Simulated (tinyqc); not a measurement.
CMOS inverter, nodal equation and switching: effect of the n-channel threshold.

An n-channel pull-down (bn, VTn) and a p-channel pull-up (bp, VTp) share the input Vin and the output node Vout, which carries the load C. Transistor (EKV form, voltages against the body): I = 2 n b Vt^2 [F(vp - Vs) - F(vp - Vd)] from drain to source, F(v) = ln^2(1 + exp(v/(2 Vt))), vp = (Vg - VT + sg |Vd - Vs|)/n. n-channel bodies are at 0; for the p-channel device all voltages are counted down from Vdd. b in uA/V^2 gives I in uA. Static: In = Ip. Transient: C dVout/dt = Ip - In. No velocity saturation, no gate capacitance beyond C.

VM solves In = Ip with Vin = Vout; VIL and VIH are the inputs of gain -1, NML = VIL - Vout(VIH), NMH = Vout(VIL) - VIH. For a step input the delay to Vdd/2 is tHL = C times the integral of dV/(In - Ip) from Vdd/2 to Vdd at Vin = Vdd, and tLH likewise with Ip - In from 0 to Vdd/2 at Vin = 0.

Parameters, values chosen for the exercise:
```
symbol,value,unit,meaning
T,300,K,temperature
Vdd,0.7,V,supply voltage
n,1.18,,slope factor
sg,0.083,,drain-induced barrier lowering
VTp,0.26,V,p-channel threshold (magnitude)
bn,400,uA/V^2,gain factor of the pull-down transistor
bp,520,uA/V^2,gain factor of the pull-up transistor
C,0.36,fF,load capacitance
```

Constants: q = 1.602176634e-19 C, kB = 1.380649e-23 J/K, Vt = kB T/q. Results are converted to the units shown.

Result of one run:

| VM (V) | gain at VM | NML (V) | NMH (V) | tHL (ps) | tLH (ps) |
|---|---|---|---|---|---|
| 0.4659 | -12.02 | 0.4099 | 0.1588 | 12.46 | 2.455 |

Which n-channel threshold VTn gave this result: 0.15, 0.2, 0.3, 0.4 or 0.5 V?

VTn = 0.5 V.

The whole series:

| VTn (V) | VM (V) | gain at VM | NML (V) | NMH (V) | tHL (ps) | tLH (ps) |
|---|---|---|---|---|---|---|
| 0.15 | 0.3106 | -11.98 | 0.1982 | 0.2795 | 2.146 | 2.456 |
| 0.2 | 0.3324 | -12.03 | 0.2301 | 0.2652 | 2.539 | 2.456 |
| 0.25 | 0.3544 | -12.04 | 0.2616 | 0.2501 | 3.066 | 2.455 |
| 0.3 | 0.3764 | -12.04 | 0.2926 | 0.2341 | 3.787 | 2.455 |
| 0.35 | 0.3986 | -12.04 | 0.3230 | 0.2170 | 4.806 | 2.455 |
| 0.4 | 0.4209 | -12.04 | 0.3527 | 0.1988 | 6.302 | 2.455 |
| 0.45 | 0.4433 | -12.03 | 0.3817 | 0.1794 | 8.618 | 2.455 |
| 0.5 | 0.4659 | -12.02 | 0.4099 | 0.1588 | 12.46 | 2.455 |

As VTn goes from 0.15 to 0.5 V, VM rises from 0.311 to 0.466 V, the size of the gain stays near 12.0, tHL rises from 2.15 to 12.5 ps and tLH stays near 2.46 ps. The smaller margin is largest, 0.250 V, at VTn = 0.25 V among the rows. At VTn = 0.15 V the overdrive passes 0.5 V, where velocity saturation, left out here, would lengthen the delays of short devices.

tinyqc, about 0.06 s, one thread, Intel Xeon 2.30GHz (shared host): `OMP_NUM_THREADS=1 python tinyqc.py 2340157 2340158 out.jsonl`
